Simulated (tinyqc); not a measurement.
Band-to-band tunnelling across a p-n junction in a two-band chain, step by step. Values are carried at full precision from step to step, so a last printed digit may differ when a step is redone from the rounded ones.

Sites alternate A at -Eg/2 and C at +Eg/2 with hopping -t; near the edges, with k counted from the zone boundary pi/a, E^2 = (Eg/2)^2 + (t a k)^2, so t = sqrt(c Eg/m)/a gives the mass m, c = hbar^2/2m0. In the gap cosh(q a) = 1 + (Eg^2/4 - e^2)/(2 t^2), e the energy from the local mid-gap. The potential is V0 = Eg + ov on the p side (left), 0 on the n side, and falls linearly over the 2N sites of the junction, V_j = V0 (1 - j/(2N + 1)), j = 1 to 2N, site 1 being A. E = Eg/2 + x ov. A half chain that ends on a site of level e1 with neighbour e2 has g = (1 + z)/(E - e1), z = exp(-/+ i k a) the root with Im g < 0, cos(k a) = (E - e1)(E - e2)/(2 t^2) - 1. S_L = t^2 g (ending on C, shifted by V0), S_R = t^2 g (starting on A). T = 4 Im(S_L) Im(S_R) |G_(1,2N)|^2.

Constants: hbar^2/2m0 = 3.80998211 eV angstrom^2.

Values chosen for the exercise (gap and mass near those of InAs; shifted at random, so the results belong to these values and not to a real crystal): Eg = 0.37 eV (gap); m = 0.0246 m0 (mass of electron and light hole); a = 5 angstrom (period (two sites)); ov = 0.41 eV (overlap: top of the valence band on the p side above the conduction edge on the n side); N = 4 (periods in the small junction); x = 0.43 (energy above the n-side conduction edge, as a share of ov).

## Hopping, field and tunnelling length

Form t, V0, E, the field F = V0/((2N + 1) a/2) (1 V/angstrom = 100 MV/cm) and the length Eg/F over which E lies in the gap.

t = 1.5140 eV
V0 = 0.7800 eV
E = 0.3613 eV
F = 3.467 MV/cm
tunnelling length = 10.67 angstrom

So short a junction keeps the matrix small; its field is of the size of the 1 to 3 MV/cm of tunnel diodes.

## Self-energies of the two sides

Form cos(k a) and S for each side.

cos(k a): left -0.969225, right -0.978991

S_L, S_R (eV): -0.11685-0.93471i  0.08815-0.85554i

## Recursive Green function

g_1 = 1/(E - e_1 - S_L); g_j = 1/(E - e_j - t^2 g_(j-1)), with S_R also subtracted at the last site; G_1j = G_1(j-1) (-t) g_j, G_11 = g_1; e_j is the site level plus V_j. The self-energies stand in the order S_L, S_R.

Sweep:

| j | e_j (eV) | g_j (1/eV) | G_1j (1/eV) |
|---|---|---|---|
| 1 | 0.5083 | -0.0345-1.0687i | -0.0345-1.0687i |
| 2 | 0.7917 | -0.0574-0.4000i | 0.6442-0.1137i |
| 3 | 0.3350 | 0.1823-1.0593i | 0.0046+1.0646i |
| 4 | 0.6183 | -0.1062-0.3823i | -0.6154+0.1739i |
| 5 | 0.1617 | 0.4596-0.9087i | 0.1890-0.9677i |
| 6 | 0.4450 | -0.2019-0.3699i | 0.5997-0.1900i |
| 7 | -0.0117 | 0.5897-0.5982i | -0.3633+0.7127i |
| 8 | 0.2717 | -0.1991-0.3284i | -0.4638+0.0342i |

T = 0.6919

## WKB for the same field

T = exp(-2 I/F), I = integral of q de across the gap. Continuum: q = sqrt(Eg^2/4 - e^2)/(t a), I = pi Eg^2/(8 t a). Lattice: q from the cosh formula, 12 Gauss-Legendre points in u with e = (Eg/2) sin(u), u from -pi/2 to pi/2. F in V/angstrom is the value in MV/cm over 100.

I (eV/angstrom): continuum 0.007102, lattice 0.007098

T by WKB: continuum 0.6638, lattice 0.6640

The chain gives 0.6919, 1.042 times the lattice WKB value; the exponent is only 0.41, and reflections at the two kinks of the potential count.

## Checks

- G_(1,2N) from the sweep against inversion of the whole matrix (size): both 0.46510.

Computed by tinyqc, a small Python program: `OMP_NUM_THREADS=1 python tinyqc.py 1480388 1480389 out.jsonl` (the numbers bound the seed that draws the inputs); one thread of a shared host (Intel(R) Xeon(R) Processor @ 2.30GHz), about 0.01 s for the whole set of steps.
